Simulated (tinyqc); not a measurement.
Inside a calculation. Model: grain-boundary trapping model (Seto) of a polycrystalline semiconductor film. Computed by tinyqc, a small Python program that keeps every step. Command: `OMP_NUM_THREADS=1 python tinyqc.py 3006124 3006125 out.jsonl poly walk`. One thread of a shared host (Intel(R) Xeon(R) Processor @ 2.30GHz), about 0.01 s of CPU time with the checks. Intermediate numbers are printed to about 5 digits and carried at full precision; extremes and crossings named in words are read from the listed rows.

Grains of equal size L are joined by thin boundaries with one trap level. Trapped carriers deplete a width W on each side and raise a barrier, crossed by thermionic emission. Dopants are fully ionised, statistics are non-degenerate and mu_g does not depend on T.

Inputs (values chosen for the exercise, modelled on polycrystalline ZnO):

| quantity | value | unit |
|---|---|---|
| permittivity eps | 8.3 | - |
| effective mass m | 0.26 | m_0 |
| effective density of states at 300 K, N_c | 3.9e+18 | 1/cm^3 |
| grain size L | 470 | nm |
| trap density Q_t | 9.4e+11 | 1/cm^2 |
| trap level E_t below the band edge | 0.26 | eV |
| doping N | 1.3e+17 | 1/cm^3 |
| mobility inside the grains mu_g | 98 | cm^2/(V s) |
| temperature T | 300 | K |

Grain interior: resistance included.

Constants: e = 1.602176634e-19 C; eps_0 = 8.8541878128e-12 F/m; k_B = 8.617333262e-05 eV/K; m_0 = 9.1093837015e-31 kg; k_B = 1.380649e-23 J/K.

## Critical doping

If all traps fill, the grain is just depleted at N* = Q_t/L, with the barrier e Q_t L/(8 eps eps_0).

N* = 2.00e+16 1/cm^3

barrier at N* with all traps filled = 1.2040 V

The traps stay filled only while e V_B is below E_t - k_B T ln(N_c(T)/N*) = 0.124 eV. The barrier above exceeds that or lies within 2 k_B T of it, so band bending brings the traps close to or above E_F before all fill, and the real maximum is lower.

## Barrier

N_c(T) = N_c (T/300 K)^(3/2). Filled traps Q = Q_t/(1 + (1/2) exp((E_t* - E_F)/k_B T)), where E_t* = e V_B - E_t and E_F are counted from the band edge at the grain centre. Partial depletion: Q = 2 N W, V_B = e N W^2/(2 eps eps_0), E_F = k_B T ln(N/N_c); solve for W. If that W would exceed L/2 the grain is fully depleted: W = L/2, Q = N L, and E_F follows from the trap equation. Centre density n_0 = N_c exp(E_F/k_B T).

depletion width W = 31.496 nm

barrier V_B = 0.14058 V

E_F = -0.087928 eV

centre density n_0 = 1.30e+17 1/cm^3

The grain is partly depleted; 87.1 % of the traps are filled, and they hold 13.4 % of the carriers.

## Resistivity and effective mobility

Boundary: sigma_b = L e^2 n_0 exp(-e V_B/k_B T)/sqrt(2 pi m k_B T); drift through the grain, depleted parts included: rho_g = [(1 - 2W/L) + (2W/L) int_0^1 exp(y^2 s^2) ds]/(e n_0 mu_g); rho = 1/sigma_b + rho_g. Mean carrier density n_av = n_0 [(1 - 2W/L) + (2W/L) (sqrt(pi)/2) erf(y)/y], y = sqrt(e V_B/k_B T); effective mobility 1/(e n_av rho).

boundary resistivity = 1.1510 ohm cm

drift resistivity rho_g = 2.0072 ohm cm

resistivity rho = 3.1582 ohm cm

mean carrier density = 1.1919e+17 1/cm^3

effective mobility = 16.581 cm^2/(V s)

A single crystal with the same N and mu_g would have 0.490 ohm cm, a factor 6.45 lower.

## Activation energy

E_a = d ln(rho)/d(1/k_B T) from T - 5 K and T + 5 K; temperature coefficient d ln(rho)/dT.

activation energy E_a = 0.17589 eV

temperature coefficient = -2.2685 %/K

## Against the doping

The formulas are those given above.

The same film:

| N (1/cm^3) | W (nm) | V_B (V) | mean density (1/cm^3) | mobility (cm^2/(V s)) | rho (ohm cm) |
|---|---|---|---|---|---|
| 6.00e+14 | 235.00 | 0.03612 | 7.0977e+12 | 80.660 | 1.0902e+04 |
| 2.00e+15 | 235.00 | 0.12040 | 4.0094e+14 | 16.689 | 9.3278e+02 |
| 5.00e+15 | 163.67 | 0.14601 | 2.8152e+15 | 7.561 | 2.9323e+02 |
| 1.00e+16 | 118.05 | 0.15192 | 6.8118e+15 | 6.754 | 1.3567e+02 |
| 1.60e+16 | 94.33 | 0.15519 | 1.1899e+16 | 6.617 | 7.9264e+01 |
| 2.40e+16 | 77.53 | 0.15724 | 1.8926e+16 | 6.735 | 4.8964e+01 |
| 4.00e+16 | 60.24 | 0.15821 | 3.3418e+16 | 7.309 | 2.5553e+01 |
| 8.00e+16 | 41.98 | 0.15371 | 7.0899e+16 | 9.893 | 8.8989e+00 |
| 2.00e+17 | 22.75 | 0.11285 | 1.8882e+17 | 37.857 | 8.7315e-01 |
| 8.00e+17 | 5.87 | 0.03008 | 7.9434e+17 | 94.269 | 8.3351e-02 |

The barrier peaks among these rows at N = 4.0e16 (0.158 V) and the mobility has its minimum at 1.6e16; N* is 2.0e16. While the grain is fully depleted (W = L/2) V_B grows as N; once all traps are filled it falls as 1/N (last exponent -0.95). From 5.0e15 to 8.0e16 it is pinned, because the trap level has met E_F and the traps fill only in part. Partly depleted rows (W < L/2) with e V_B below 2 k_B T stretch the depletion approximation. Where N approaches N_c the non-degenerate statistics fail. rho drops most steeply, as N^-2.5, between 8.0e16 and 2.0e17.

Checks made by the program: charge in the traps against the depleted charge (relative difference below 1e-10).
